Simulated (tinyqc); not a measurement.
Inside a calculation. Model: epitaxial growth on a vicinal surface: Burton-Cabrera-Frank step flow, step-edge barrier and island nucleation. Computed by tinyqc, a small Python program that keeps every step. Command: `OMP_NUM_THREADS=1 python tinyqc.py 3002643 3002644 out.jsonl stepflow walk`. One thread of a shared host (Intel(R) Xeon(R) Processor @ 2.30GHz), about 0.01 s of CPU time with the checks. Intermediate numbers are printed to about 6 digits and carried at full precision; extremes and crossings named in words are read from the listed rows.

Adatoms land at rate F, hop on a square grid (a simplification for hexagonal faces), desorb, or join steps. Lengths are in units of a and n is the adatom coverage. Steps ascend at x = 0 and descend at x = l.

Inputs (values chosen for the exercise, close to those used for GaAs(001)):
```
quantity                                    value      unit
site spacing a                                  4  angstrom
step height h                                2.83  angstrom
diffusion barrier E_d                        1.25        eV
desorption energy E_a                        2.72        eV
adatom formation energy E_f                 0.913        eV
step-edge barrier E_s                           0        eV
attempt frequency nu                           10       THz
deposition rate F                             0.1  layers/s
miscut angle                                    1   degrees
temperature T                                 550         C
critical nucleus size i                         3         -
binding energy of the critical nucleus E_i   0.42        eV
```

Constants: k_B = 8.617333262e-05 eV/K.

## Scales

D = nu exp(-E_d/(k_B T)) (a^2/s, nu counted per direction); tau = exp(E_a/(k_B T))/nu; x_s = sqrt(D tau); n_eq = exp(-E_f/(k_B T)); terrace width l = h/(a tan(miscut)); Schwoebel length l_s = exp(E_s/(k_B T)) - 1. Temperatures in kelvin are T(C) + 273.15.

D = 222234 a^2/s

lifetime tau = 4501.32 s

diffusion length x_s = 31628.3 a

equilibrium coverage n_eq = 2.57105e-06

terrace width l = 40.5326 a

Schwoebel length l_s = 0 a

l/x_s = 0.00128: nearly every adatom reaches a step.

## Terrace solution

D n'' - n/tau + F = 0 with n(0) = n_eq and -l_s n'(l) = n(l) - n_eq. With u = n - F tau, A = n_eq - F tau, y = l/x_s, s = l_s/x_s: u = A cosh(x/x_s) + B sinh(x/x_s), B = A (1 - cosh y - s sinh y)/(sinh y + s cosh y). Flux into the ascending step J+ = D B/x_s, over the descending one J- = -(D/x_s)(A sinh y + B cosh y); step velocity J+ + J-; growth rate (J+ + J-)/l. For small y: J+ + J- = (F - n_eq/tau) l, J-/J+ = l/(l + 2 l_s). The coverage peaks where n' = 0, tanh(x/x_s) = -B/A.

J+ = 2.02663 atoms per step site and s

J- = 2.02663 atoms per step site and s

growth rate = 0.1000000 layers/s

peak coverage = 9.49790e-05

position of the peak = 20.2663 a

1.4e-5 % of the flux desorbs; even closely spaced steps lose n_eq/tau, 5.7e-7 % of F. The ascending step takes 50.0 %, half, as there is no barrier.

## Step flow or islands

Island density on a flat surface without desorption: N = 0.25 (F/D)^(i/(i+2)) exp(E_i/((i+2) k_B T)) per site, with E_i = 0 for i = 1; spacing l_n = N^(-1/2). Step flow needs an effective width l_eff = 2 x(peak) below l_n.

island density N on a flat surface = 1.27101e-04 per site

island spacing l_n = 88.7005 a

ratio l_eff/l_n = 0.456961

Steps capture adatoms before they meet: step flow. Caution: the prefactor 0.25 and the criterion are estimates, good to a factor of about two in length.

## Growth mode over temperature

x(peak) solves tanh(x/x_s) = -B/A. Rows where evaporation outweighs deposition are left out.

Scales:
```
T (C)  x_s (a)  l_s (a)  incorporated share  l_n (a)  l_eff/l_n
350     879781        0            1.000000   13.443    3.01507
400     318303        0            1.000000   23.934    1.69354
450     132545        0            1.000000   39.343    1.03022
500      61816        0            1.000000   60.648    0.66833
550      31628        0            1.000000   88.700    0.45696
600      17474        0            0.999999  124.201    0.32635
650      10295        0            0.999997  167.684    0.24172
700       6404        0            0.999981  219.512    0.18465
750       4173        0            0.999865  279.894    0.14481
```

The ratio falls below 1 between 450 and 500 C: islands below, step flow above. Incorporation goes from 100.0 % to 100.0 %.

Checks made by the program: growth rate against F minus desorption, from a numerical solution (relative difference below 1e-10).
